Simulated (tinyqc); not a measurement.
Rapid thermal processing of a wafer: radiative balance, ramp and cooling, pattern effects, pyrometer error and spike budget: one step, computed by the program tinyqc. Command: `OMP_NUM_THREADS=1 python tinyqc.py 3111031 3111032 out.jsonl rtp walk`. One thread of a shared host (Intel(R) Xeon(R) Processor @ 2.30GHz), about 0.07 s of CPU time with the checks.

The wafer is opaque and uniform through its thickness unless said otherwise; temperatures in formulas are in kelvin (C + 273.15). sigma = 5.670374419e-12 W/(cm^2 K^4).

Task: Pattern effect. At steady state a sinusoidal change of absorbed power of relative amplitude a and period p gives the temperature amplitude a q/(dq/dT + k d (2 pi/p)^2); healing length l = sqrt(k d/(dq/dT)); process change = E_a dT/(k_B T^2). Emissivity is taken as unchanged.

Inputs (values chosen for the exercise, modelled on a hot silicon wafer):

| quantity | value | unit |
|---|---|---|
| wafer thickness d | 625 | micrometre |
| thermal conductivity k | 0.27 | W/(cm K) |
| wall temperature T_w | 350 | K |
| process temperature | 1040 | C |
| relative change of absorptivity over a pattern | 9.4 | % |
| period of the pattern | 32 | mm |
| activation energy of the process E_a | 2.7 | eV |

dq/dT = 51.57891 mW/(cm^2 K)

holding power q = 20.34811 W/cm^2

Constants: k_B = 8.617333262e-05 eV/K.

Give: healing length l; amplitude without lateral conduction; amplitude; change of the process rate.

Result:

healing length l = 5.720 mm

amplitude without lateral conduction = 37.08 K

amplitude = 16.40 K

change of the process rate = 29.80 %

Lateral conduction cuts the amplitude to 44 %, since p/(2 pi l) = 0.89.
